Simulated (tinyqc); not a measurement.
Worked calculation: tight binding, honeycomb lattice. Computed by tinyqc, a small Python program that keeps every step. Settings: t1 = 1.39, t2 = 0, phi = -2.84, delta = 1.07, points = 5. Command: `OMP_NUM_THREADS=1 python tinyqc.py 20962 20963 out.jsonl` (the two numbers bound the seeds that draw the settings). One thread of a shared host (Intel(R) Xeon(R) Processor @ 2.60GHz), about 0.01 s of CPU time with the checks.

## Bloch Hamiltonian at k

Parameters chosen for this model:

| parameter | value | unit |
|---|---|---|
| t1 | 1.390000 | eV, nearest |
| t2 | 0 | eV, second neighbours |
| phi | -2.840000 | rad, phase of t2 (Haldane) |
| delta | 1.070000 | eV, +/- on A and B |

k point k (fractions of the reciprocal vectors): 0.10000  0.06000

H_AB = -t1 (1 + exp(-i k.a1) + exp(-i k.a2)); H_AA = delta - 2 t2 sum cos(k.b + phi), H_BB = -delta - 2 t2 sum cos(k.b - phi), b = a1, a2 - a1, -a2.

H(k) at k (eV):
```
                   A                  B
A            1.07000  -3.80692+1.32871i
B  -3.80692-1.32871i           -1.07000
```

## Levels at k

Diagonalise the Hermitian matrix.

eigenvalues (eV): -4.17170  4.17170

weights |c|^2 of the basis functions:
```
    band 1   band 2
A  0.37175  0.62825
B  0.62825  0.37175
```

## Bloch Hamiltonian at K

k point K (fractions of the reciprocal vectors): 0.33333  0.66667

As before.

H(k) at K (eV):
```
         A         B
A  1.07000   0.00000
B  0.00000  -1.07000
```

## Levels at K

As before.

eigenvalues (eV): -1.07000  1.07000

weights |c|^2 of the basis functions:
```
    band 1   band 2
A  0.00000  1.00000
B  1.00000  0.00000
```

## Bands along a path

The same steps at evenly spaced points between the labelled ones.

Bands along the path (eV):

| k | band 1 | band 2 |
|---|---|---|
| G | -4.30509 | 4.30509 |
| G-K 0.25 | -3.94541 | 3.94541 |
| G-K 0.50 | -2.97881 | 2.97881 |
| G-K 0.75 | -1.75414 | 1.75414 |
| K | -1.07000 | 1.07000 |
| K-M 0.25 | -1.21507 | 1.21507 |
| K-M 0.50 | -1.47659 | 1.47659 |
| K-M 0.75 | -1.68007 | 1.68007 |
| M | -1.75414 | 1.75414 |
| M-K' 0.25 | -1.68007 | 1.68007 |
| M-K' 0.50 | -1.47659 | 1.47659 |
| M-K' 0.75 | -1.21507 | 1.21507 |
| K' | -1.07000 | 1.07000 |

With 1 band(s) filled, the highest filled level on these points lies at K and the lowest empty one at K: a gap of 2.1400 eV, direct.

## Chern number of the lower band

On a 5 x 5 mesh, the phase of the product of overlaps around each plaquette (k1 then k2); the sum over 2 pi is an integer.

plaquette phases (rad):
```
          1         2         3         4         5
1   0.00000  -0.06471  -0.14801   0.09141   0.03638
2   0.06471   0.00000  -0.39703  -0.38180   0.09141
3   0.14801   0.39703   0.00000  -0.39703  -0.14801
4  -0.09141   0.38180   0.39703   0.00000  -0.06471
5  -0.03638  -0.09141   0.14801   0.06471   0.00000
```

Chern number = 0.00000
